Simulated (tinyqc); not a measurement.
# MESFET, gradual channel with velocity saturation, step by step

Computed by the program tinyqc: `OMP_NUM_THREADS=1 python tinyqc.py 2500024 2500025 out.jsonl`, one thread of a shared Intel Xeon 2.30GHz, about 0.04 s for the whole run. Printed values are rounded.

A uniformly doped n-type channel, depleted from the top by a Schottky gate; at channel potential V the depleted share of a is u = sqrt((Vbi - Vg + V)/Vp), s at the source. Electrons drift with v = mu E/(1 + mu E/vsat). Abrupt depletion edge, no series resistance, source at 0.

Values chosen for this exercise; material values those of a made-up semiconductor:

| symbol | value | unit | meaning |
|---|---|---|---|
| T | 300 | K | temperature |
| eps_r | 11.4 |  | relative permittivity of the semiconductor |
| Nc | 2.55e18 | cm^-3 | conduction-band density of states at T |
| Nd | 5.6e16 | cm^-3 | donor density of the channel |
| a | 320 | nm | channel thickness |
| mu | 600 | cm^2/(V s) | low-field mobility at this doping |
| vsat | 4.4e7 | cm/s | saturation velocity |
| L | 5 | um | gate length |
| W | 300 | um | gate width |
| phiB | 1.22 | V | Schottky barrier |
| Vg | 0 | V | gate voltage |
| Vd | 2.8 | V | drain voltage |

Constants: q = 1.602176634e-19 C, kB = 1.380649e-23 J/K, Vt = kB T/q, eps0 = 8.8541878128e-14 F/cm where lengths are in cm. Results are converted to the units shown.

## Built-in and pinch-off voltages

Vbi = phiB - Vt ln(Nc/Nd); Vp = q Nd a^2/(2 eps0 eps_r); G0 = q mu Nd a W/L; Z = mu Vp/(vsat L); s = sqrt((Vbi - Vg)/Vp). VT = Vbi - Vp.

Vbi = 1.121284 V
Vp = 4.551083 V
VT = -3.429799 V
G0 = 10.33596 mS
Z = 0.1241205
s = 0.4963642

Z = 0.124: velocity saturation is a small correction.

## Current below saturation

u = sqrt((Vbi - Vg + Vd)/Vp). I = (G0 Vp/3) F/(1 + Z (u^2 - s^2)), F = 3 (u^2 - s^2) - 2 (u^3 - s^3), with u at V = Vd; Z = 0 gives constant mobility, for which u stops at 1.

u = 0.9282325
F = 0.4907412
I for Z = 0 = 7.694793 mA
I = 7.148878 mA

The falling mobility lowers the current by 7.09 %.

## Iteration 1: the saturation point by Newton steps

u at the start = 0.75

a is the channel (half-)thickness, Vp its pinch-off voltage and Z = mu Vp/(vsat L); an iterate with u > 1 is an overshoot, not a physical state. f = (1 - u)(1 + Z (u^2 - s^2)) - Z F/3, F = 3 (u^2 - s^2) - 2 (u^3 - s^3); f' = -(1 + Z (u^2 - s^2)); u(new) = u - f/f'.

f = 0.2453615
f' = -1.039237
u after iteration 1 = 0.9860977

## Iteration 2: the saturation point by Newton steps

As before.

f = -0.005733554
f' = -1.090113
u after iteration 2 = 0.9808381

## Course of the iteration: the saturation point by Newton steps

Stop when u changes by less than 1e-10, or after 60 iterations.

Course of the iteration:
```
iteration          u  |change|
1          0.9860977     0.236
2          0.9808381   5.26e-3
3          0.9808350   3.10e-6
4          0.9808350  1.08e-12
```

Converged in 4 iterations. At the end the number of correct digits about doubles with each step.

## Saturation voltage, current and transconductance

um = 0.9808350

Vdsat = Vp (um^2 - s^2); Isat = (G0 Vp/Z)(1 - um), which is q Nd vsat a W (1 - um); gm = G0 (um - s)/(1 + Z (um^2 - s^2)). For Z = 0: Vdsat = Vp (1 - s^2), Isat = (G0 Vp/3)(1 - 3 s^2 + 2 s^3), gm = G0 (1 - s).

Vdsat = 3.257028 V
Isat = 7.263246 mA
gm = 4.598956 mS
Vdsat for Z = 0 = 3.429799 V
Isat for Z = 0 = 7.925483 mA
gm for Z = 0 = 5.205560 mS

The current saturates with 1.92 % of the channel still open at the drain, at 0.916 of the constant-mobility current.
